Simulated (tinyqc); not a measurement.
What moves the results: k.p theory built from an empirical-pseudopotential calculation at Gamma. A value that a table varies takes the place of the one given here.

Empirical pseudopotential on the fcc lattice, atoms at +/- tau, tau = a (1,1,1)/8, no spin-orbit coupling. H(G,G') = c (2 pi/a)^2 |k + G|^2 delta + VS(q) cos(q.tau) + i VA(q) sin(q.tau), q = G - G', c = hbar^2/2m0; k and G in units of 2 pi/a; VS at |q|^2 = 3, 8, 11 and VA at 3, 4, 11, in rydberg, zero elsewhere. The basis is fixed: all 113 G with |G|^2 up to Gcut. Energies are counted from the fourth level at Gamma.

k.p in the lowest n states at Gamma: H_nm = (E_n + c k^2) delta + 2 c k.<n|G|m>, k in 1/angstrom; with all states of the basis it is exact.

Empirical pseudopotential on the fcc lattice, atoms at +/- tau, tau = a (1,1,1)/8, no spin-orbit coupling. H(G,G') = c (2 pi/a)^2 |k + G|^2 delta + VS(q) cos(q.tau) + i VA(q) sin(q.tau), q = G - G', c = hbar^2/2m0; k and G in units of 2 pi/a; VS at |q|^2 = 3, 8, 11 and VA at 3, 4, 11, in rydberg, zero elsewhere. The basis holds all G with |G|^2 up to a cut-off. Energies are counted from the fourth level at Gamma.

For a multiplet A of d_A states, W(B) = (4 c/(3 d_A)) sum over n in A, m in B and i = x, y, z of |<n|G_i|m>|^2 (G in 1/angstrom, <n|G_i|m> = sum_G c_n(G)* G_i c_m(G)); the mean inverse mass of A is 1 + sum_B W(B)/(E_A - E_B). Multiplets with W = 0 are left out.

Valence parameters: D(u) = c + 4 c^2 sum_m <n|u.G|m><m|u.G|n'>/(0 - E_m) on the valence triplet, in units of c, has eigenvalues L, M, M along [100] and (L + 2M + 2N)/3, (L + 2M - N)/3 twice along [111]; g1 = -(L + 2M)/3, g2 = -(L - M)/6, g3 = -N/6.

Constants: hbar^2/2m0 = 3.80998211 eV angstrom^2; Ry = 13.60569312 eV.

Inputs chosen for the exercise (near those of Si; not measured data):

| symbol | value | unit | meaning |
|---|---|---|---|
| a | 5.43 | angstrom | lattice constant |
| VS | (-0.215, 0.039, 0.079) | Ry | symmetric form factors |
| VA | (0, 0, 0) | Ry | antisymmetric form factors |
| Gcut | 20 | (2 pi/a)^2 | largest \|G\|^2 of the fixed basis |
| VS3 | -0.215 | Ry |  |
| VS8 | 0.039 | Ry |  |
| VS11 | 0.079 | Ry |  |
| VA3 | 0 | Ry |  |
| VA4 | 0 | Ry |  |
| VA11 | 0 | Ry |  |

## How many bands a k.p model needs: band 4 from Gamma to X

Band 4 (counted from below) at k = f (1, 0, 0) 2 pi/a; n ends on whole multiplets.

Energies (eV):

| f | n = 8 | n = 15 | n = 27 | n = 113 (exact) |
|---|---|---|---|---|
| 0.000 | 0.000 | 0.000 | 0.000 | 0.000 |
| 0.125 | -0.243 | -0.246 | -0.249 | -0.249 |
| 0.250 | -0.758 | -0.783 | -0.796 | -0.797 |
| 0.375 | -1.294 | -1.368 | -1.394 | -1.396 |
| 0.500 | -1.744 | -1.891 | -1.935 | -1.939 |
| 0.625 | -2.072 | -2.308 | -2.376 | -2.382 |
| 0.750 | -2.260 | -2.600 | -2.697 | -2.708 |
| 0.875 | -2.300 | -2.755 | -2.890 | -2.905 |
| 1.000 | -2.188 | -2.767 | -2.948 | -2.970 |

What can be read from the table?

With n = 8 the band stays within 0.05 eV of the exact one up to f = 0.250 (error at X: +0.782 eV). With n = 15 the band stays within 0.05 eV of the exact one up to f = 0.500 (error at X: +0.203 eV). With n = 27 the band stays within 0.05 eV of the exact one over the whole line (error at X: +0.022 eV). A smaller basis can only raise a level.

## Convergence with the plane-wave basis

E_s is the lowest empty singlet, Ep its W to the valence triplet, m its mass.

Results:

| cut-off | plane waves | E_s (eV) | Ep (eV) | m (m0) | g1 | g2 | g3 |
|---|---|---|---|---|---|---|---|
| 8 | 27 | 3.734 | 21.51 | 0.1485 | 4.44 | 0.47 | 1.57 |
| 11 | 51 | 3.828 | 21.38 | 0.1525 | 4.33 | 0.51 | 1.49 |
| 12 | 59 | 3.806 | 21.36 | 0.1519 | 4.47 | 0.48 | 1.53 |
| 16 | 65 | 3.806 | 21.36 | 0.1519 | 4.51 | 0.47 | 1.54 |
| 19 | 89 | 3.786 | 21.42 | 0.1509 | 4.49 | 0.49 | 1.53 |
| 20 | 113 | 3.754 | 21.46 | 0.1495 | 4.48 | 0.50 | 1.54 |
| 24 | 137 | 3.756 | 21.47 | 0.1496 | 4.49 | 0.50 | 1.54 |

What does this show, and why?

Against the last row, E_s errs most, by +0.072 eV, at cut-off 11, and by -0.002 eV in the last row but one. Ep varies by 0.7 % over the table and m by 2.7 %: the mass, near E_s/Ep, inherits the errors of both. Local form factors fix the converged values only roughly. The gap is a difference of two levels, so it need not converge steadily, and here it does not.

## What each form factor does (empirical-pseudopotential levels)

Lowest empty singlet and triplet at Gamma and the valence width there (fixed basis); lowest empty level at X = (1,0,0) and L = (1/2,1/2,1/2) from the valence top, these levels and that top with all |k + G|^2 up to 21. Singlet and triplet count orbital degeneracy. VS3 is VS at |q|^2 = 3, and so on. The row for a keeps the form factors fixed, so it is no model of a real expansion, which changes them too. Each row changes one parameter from the base and keeps the others.

Results:

| case | singlet (eV) | triplet (eV) | X (eV) | L (eV) | width (eV) |
|---|---|---|---|---|---|
| base | 3.754 | 3.476 | 1.017 | 1.867 | 12.636 |
| a = 5.484 angstrom | 3.767 | 3.502 | 1.147 | 1.939 | 12.331 |
| VS3 = -0.205 Ry | 3.817 | 3.332 | 0.773 | 1.773 | 12.692 |
| VS8 = 0.049 Ry | 4.234 | 3.426 | 1.095 | 2.093 | 12.555 |
| VS11 = 0.089 Ry | 4.255 | 3.717 | 1.282 | 2.192 | 12.450 |
| VA3 = 0.03 Ry | 3.789 | 3.498 | 0.758 | 1.863 | 12.641 |
| VA4 = 0.03 Ry | 3.636 | 3.557 | 0.577 | 1.910 | 12.629 |
| VA11 = 0.03 Ry | 3.625 | 3.436 | 0.727 | 1.807 | 12.648 |

What does this show?

The largest shifts from the base row, up to three for each result and ties (the steps differ in size, so this ranks the rows, not the parameters). singlet (eV): VS11 +0.501, VS8 +0.480, VA11 -0.129. triplet (eV): VS11 +0.241, VS3 -0.144, VA4 +0.081. X (eV): VA4 -0.441, VA11 -0.291, VS11 +0.265. L (eV): VS11 +0.325, VS8 +0.226, VS3 -0.094. width (eV): a -0.306, VS11 -0.186, VS8 -0.081. In a diamond crystal a small VA enters the levels at Gamma and L only in second order, by symmetry, but splits the degenerate pair at X in first order.

Program tinyqc; command `OMP_NUM_THREADS=1 python tinyqc.py 1050137 1050138 out.jsonl`; about 0.8 s on one thread of a shared Intel(R) Xeon(R) Processor @ 2.30GHz.
